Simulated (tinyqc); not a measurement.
Arrhenius fit: deep-level transient spectroscopy (DLTS) of one majority-carrier trap. Computed by tinyqc, a small Python program. Command: `OMP_NUM_THREADS=1 python tinyqc.py 3023761 3023762 out.jsonl dlts walk`. One thread of a shared host (Intel(R) Xeon(R) Processor @ 2.30GHz), about 0.07 s of CPU time with the checks.

A filling pulse loads the traps in a one-sided junction; under reverse bias they empty at the rate e, and the capacitance relaxes as C(t) = C_0 - dC exp(-e t). The signal is S = [C(t_2) - C(t_1)]/dC.

Inputs (values chosen for the exercise, with mass and screening modelled on GaSb):
```
quantity,value,unit
density-of-states mass m,0.388,m_0
valleys M,1,-
trap depth E_t,0.202,eV
cross-section sigma_0,3.4e-14,cm^2
degeneracy ratio g,1,-
gate time t_1,0.004,s
ratio t_2/t_1,10,-
dielectric constant eps,16,-
mean field F,71000,V/cm
```

Carriers: holes. Extra term: Poole-Frenkel lowering.

Constants: k_B = 8.617333262e-05 eV/K; k_B = 1.380649e-23 J/K; m_0 = 9.1093837015e-31 kg; h = 6.62607015e-34 J s; e = 1.602176634e-19 C; eps_0 = 8.8541878128e-12 F/m.

Method:
- e = g sigma v N_b exp(-E/k_B T), v = sqrt(3 k_B T/m), N_b = 2 M (2 pi m k_B T/h^2)^(3/2), sigma = sigma_0, E = E_t - dE with the one-dimensional Poole-Frenkel lowering dE = sqrt(e^3 F/(pi eps eps_0)), F being held as an input apart from the bias (the centre is charged when empty).
- S(e) = exp(-e t_1) - exp(-e t_2) peaks at the rate window e_0 = ln(t_2/t_1)/(t_2 - t_1).
- t_1 is scaled by 0.1, 0.3, 1, 3, 10 and 30 at fixed t_2/t_1; each T_p by bisection.
- Least squares of ln(e_0/T_p^2) on 1/(k_B T_p): slope -E_a, intercept ln(gamma sigma_a) with gamma = v N_b/T^2 = sqrt(3 k_B/m) 2 M (2 pi m k_B/h^2)^(3/2). For comparison, the slope of ln e_0 alone.

Arrhenius data:
```
t_1 (s),e_0 (1/s),T_p (K),1/(k_B T_p) (1/eV),ln(e_0/T_p^2)
0.0004,639.607,87.6061,132.462,-2.48485
0.0012,213.202,83.4416,139.074,-3.48605
0.0040,63.961,79.2929,146.350,-4.58803
0.0120,21.320,75.8386,153.016,-5.59756
0.0400,6.396,72.3709,160.348,-6.70792
0.1200,2.132,69.4629,167.061,-7.72451
```

apparent depth E_a = 0.15144 eV

intercept = 17.576

gamma = 1.2635e+21 cm^-2 s^-1 K^-2

apparent cross-section = 3.4000e-14 cm^2

slope without T^2 = 0.16485 eV

The apparent depth is 0.1514 eV against E_t = 0.202 eV, and the apparent cross-section is 1.00 times sigma_0: the field lowers the slope, so the depth must be extrapolated to zero field against sqrt(F). Leaving out the T^2 factor overstates the slope by 13 meV, about 2 k_B T_p.

Extremes, crossings and ranges named in words are read from the listed rows.
